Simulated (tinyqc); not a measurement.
Inside a calculation. Model: one-diode model of a solar cell.

Program tinyqc, `OMP_NUM_THREADS=1 python tinyqc.py 2280113 2280114 out.jsonl`; Intel Xeon 2.30GHz, shared host, one thread, about 0.01 s. Printed values are rounded.

J is the current delivered and Vj = V + J Rs the junction voltage. J = X JL - J01 (exp(Vj/(n1 Vt)) - 1) - Vj/Rp. The photocurrent does not depend on voltage.

Parameters, values chosen for the exercise; values of the order met in cells of a lead-halide perovskite:
- T = 298.15 K (temperature)
- JL = 22.4 mA/cm^2 (photocurrent at one sun)
- X = 1 suns (concentration)
- J01 = 3.7e-13 A/cm^2 (saturation current of the diode)
- n1 = 1.63 (ideality factor of the diode)
- Rs = 0 ohm cm^2 (series resistance)
- Rp = 600 ohm cm^2 (shunt resistance)
- Pin = 100 mW/cm^2 (incident power at one sun)

Constants: q = 1.602176634e-19 C, kB = 1.380649e-23 J/K, Vt = kB T/q. Results are converted to the units shown.

## Starting value

Vj = n1 Vt ln(X JL/J01), the open-circuit voltage of the J01 term alone.

Vj at the start = 1.03971 V

## Iteration 1: new Vj

Maximum power: dP/dVj = f = J (1 + 2 Rs G) - G Vj = 0. G = -dJ/dVj = J01 exp(Vj/(n1 Vt))/(n1 Vt) + 1/Rp. H = dG/dVj; f' = -2 G - 2 Rs G^2 + (2 Rs J - Vj) H; Vj(new) = Vj - f/f'.

J = -1.73285 mA/cm^2
G = 0.536542 S/cm^2
H = 12.7720 S/(cm^2 V)
f = -559.581 mA/cm^2
f' = -14.3522 S/cm^2
Vj after iteration 1 = 1.00072 V

## Iteration 2: new Vj

As before.

J = 11.9029 mA/cm^2
G = 0.212493 S/cm^2
H = 5.03420 S/(cm^2 V)
f = -200.743 mA/cm^2
f' = -5.46281 S/cm^2
Vj after iteration 2 = 0.963973 V

## Iteration 3: new Vj

As before.

J = 17.1219 mA/cm^2
G = 0.0893359 S/cm^2
H = 2.09340 S/(cm^2 V)
f = -68.9955 mA/cm^2
f' = -2.19665 S/cm^2
Vj after iteration 3 = 0.932564 V

## Course of the iteration

Stop when the step is below 1e-10 V, or after 60 iterations.

Course of the iteration:
```
iteration  Vj before the step (V)   step (V)
1                         1.03971    -0.0390
2                         1.00072    -0.0367
3                        0.963973    -0.0314
4                        0.932564    -0.0209
5                        0.911676   -7.68e-3
6                        0.903991   -8.30e-4
7                        0.903161   -8.63e-6
8                        0.903153  -9.21e-10
9                        0.903153          0
```

Converged in 9 iterations.

## Figures of merit

Jsc at V = 0, Voc at J = 0, the maximum power point where J (1 + 2 Rs G) = G Vj with G = -dJ/dVj; FF = Vmp Jmp/(Voc Jsc); efficiency Vmp Jmp/(X Pin). Empirical fill factor without parasitics FF0 = (v - ln(v + 0.72))/(v + 1), v = Voc/(n1 Vt).

Jsc = 22.4 mA/cm^2
Voc = 1.03635 V
Vmp = 0.903153 V
Jmp = 20.0355 mA/cm^2
FF = 0.779484
efficiency = 18.0951 %
FF0 = 0.835419

FF is 6.7 % below FF0. Removing one loss at a time changes the efficiency by: shunt +1.37 points.
